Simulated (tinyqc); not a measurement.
Debye-Callaway model of lattice thermal conductivity: one step, computed by the program tinyqc.

Three acoustic branches with one velocity v, cut at omega_D = k_B Theta/hbar; x = hbar omega/(k_B T). v and Theta are separate inputs: Theta cuts off the heat-carrying modes, so C need not reach 3 k_B/V. gamma is an effective value that sets the umklapp rate.

Problem. The integrand on a coarse grid. Rates: point defects A omega^4; umklapp B omega^2 T exp(-Theta/(b T)) with B = hbar gamma^2/(M v^2 Theta). Boundaries: v/L. x runs in ten equal steps to min(Theta/T, 12); g = x^4 e^x/(e^x - 1)^2; tau_C is the inverse of all rates summed; the last column is c tau_C g with c = (k_B/(2 pi^2 v)) (k_B T/hbar)^3.

Inputs (values chosen for the exercise, modelled on silicon carbide):
```
quantity                              value        unit
sound velocity v                       8790         m/s
Debye temperature Theta                1090           K
mean atomic mass M                    20.05           u
effective Grueneisen parameter gamma   2.39           -
umklapp exponent divisor b                3           -
Casimir length L                       2600  micrometre
temperature T                            20           K
```

Sample: crystal. Point defects: alloy. Normal processes: left out.

Rayleigh coefficient A = 3.177701e-44 s^3

Constants: k_B = 1.380649e-23 J/K; hbar = 1.054571817e-34 J s; u = 1.6605390666e-27 kg.

Give: Integrand.

Solution.

Integrand:
```
x          g   tau_C (s)  c tau_C g (W/(m K))
1.2   1.2790  1.5437e-07           2.8202e+02
2.4   3.6403  1.8890e-08           9.8231e+01
3.6   4.8508  3.9329e-09           2.7252e+01
4.8   4.4415  1.2558e-09           7.9677e+00
6.0   3.2284  5.1567e-10           2.3782e+00
7.2   2.0094  2.4891e-10           7.1446e-01
8.4   1.1201  1.3441e-10           2.1505e-01
9.6   0.5753  7.8802e-11           6.4764e-02
10.8  0.2775  4.9201e-11           1.9507e-02
12.0  0.1274  3.2282e-11           5.8754e-03
```

The integrand is largest at the lowest frequency shown, whose long lifetime outweighs its small heat capacity.
